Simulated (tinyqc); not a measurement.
Zigzag graphene nanoribbon in tight binding, step by step. Values are carried at full precision from step to step, so a last printed digit may differ when a step is redone from the rounded ones.

A zigzag ribbon of N chains, sites A1, B1, A2, ..., BN across it. For each k it is a chain with bonds -2t cos(k/2) (A_n to B_n) and -t (B_n to A_(n+1)), and +D, -D on A and B. A1 and BN are the edge sites; the Dirac points project to k = 2 pi/3.

Parameters, chosen for this exercise (near those used for graphene; not measured data):
```
symbol  value  unit      meaning
t       2.97   eV        hopping
N       5                zigzag chains
D       0      eV        sublattice potential, +D on A and -D on B
k       2.34             k times the period sqrt3 acc
acc     1.42   angstrom  bond length
```

## The chain at this k

Form the k-dependent bond and the matrix.

2 cos(k/2) = 0.78030

H(k) (eV), lower triangle:
```
         A1       B1       A2       B2       A3       B3       A4       B4       A5  B5
A1        0
B1  -2.3175        0
A2        0  -2.9700        0
B2        0        0  -2.3175        0
A3        0        0        0  -2.9700        0
B3        0        0        0        0  -2.3175        0
A4        0        0        0        0        0  -2.9700        0
B4        0        0        0        0        0        0  -2.3175        0
A5        0        0        0        0        0        0        0  -2.9700        0
B5        0        0        0        0        0        0        0        0  -2.3175   0
```

An edge state of the finite ribbon needs 2 cos(k/2) < N/(N + 1) = 0.8333: it exists here.

## Levels and where the middle pair lives

Diagonalise H; average the weights of the two middle levels.

levels (eV): -5.0717  -4.4415  -3.4458  -2.1577  -0.3991  0.3991  2.1577  3.4458  4.4415  5.0717

weights: A1 0.247, B1 0.007, A2 0.142, B2 0.030, A3 0.073, B3 0.073, A4 0.030, B4 0.142, A5 0.007, B5 0.247

The two edge sites hold 49.5 % of the middle pair, against 20.0 % for an even spread.

## The edge state from the half-plane solution

On a half plane the state lives on one sublattice with amplitudes (-x)^n, x = 2 cos(k/2): weight 1 - x^2 on the edge site, decay length -1.5 acc/ln x of the amplitude. The two edges mix to |E| = sqrt(D^2 + e^2), e about t x^N (1 - x^2).

edge weight = 0.3911
decay length = 8.586 angstrom
e = 0.3360 eV
|E| = 0.3360 eV

Diagonalising the chain of 10 sites gives |E| = 0.3991 eV; the estimate is -15.8 % from it, since it drops terms of order x^(2N).

## Checks

- Level at k = pi next to the edge pair against sqrt(t^2 + D^2): both 2.97000.

tinyqc: `OMP_NUM_THREADS=1 python tinyqc.py 1480523 1480524 out.jsonl`; about 0.01 s, one thread, shared Intel(R) Xeon(R) Processor @ 2.30GHz.
